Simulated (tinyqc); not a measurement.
Thermophotovoltaic cell, detailed-balance limit: two steps of the calculation.

Every photon above the gap Eg makes one pair and none below is absorbed; carriers thermalise at T and move without loss. Jsc = q F Phi(Eg, Ts); the dark current is J0 = q ge Phi(Eg, T)/ERE with the Boltzmann factor exp(V/Vt). Photons below the gap return to the emitter with reflectance Rf, and the efficiency is the electrical power over the radiant power not returned (luminescence back to the emitter is not credited).

Parameters, values chosen for the exercise:
- Ts = 1600 K (emitter temperature)
- Eg = 0.98 eV (band gap)

Constants: q = 1.602176634e-19 C, kB = 1.380649e-23 J/K, h = 6.62607015e-34 J s, c = 299792458 m/s. Results are converted to the units shown.

Task 1. Photon flux of the source, term by term. Photon flux above E from a black body at temperature T into a hemisphere: Phi(E, T) = A sum_k exp(-k E/th)[E^2 th/k + 2 E th^2/k^2 + 2 th^3/k^3], k = 1, 2, ..., with th = kB T/q in eV and A = 2 pi q^3/(h^3 c^2). The first six terms at E = Eg, T = Ts are listed; the flux takes all.

Find: th; A; terms k = 1..6; Phi(Eg, Ts).

Result 1.

th = 0.13788 eV
A = 9.8833e22 cm^-2 s^-1 eV^-3
terms k = 1..6 (eV^3): [1.4321e-4, 5.1063e-8, 2.6602e-11, 1.5957e-14, 1.0306e-17, 6.9658e-21]
Phi(Eg, Ts) = 1.4159e19 cm^-2 s^-1

Task 2. Maximum power point by substitution. v = Vmp/Vt solves (1 + v) exp(v) = 1 + Jsc/J0; v(new) = ln[(1 + Jsc/J0)/(1 + v)].

v after iteration 1 = 25.774843
Jsc = 589.81273 mA/cm^2
J0 = 3.7743473e-9 mA/cm^2

Give: v after iteration 2.

Result 2.

v after iteration 2 = 22.49

Computed by the program tinyqc: `OMP_NUM_THREADS=1 python tinyqc.py 2820109 2820110 out.jsonl`, one thread of a shared Intel Xeon 2.30GHz, about 0.01 s for the whole run.
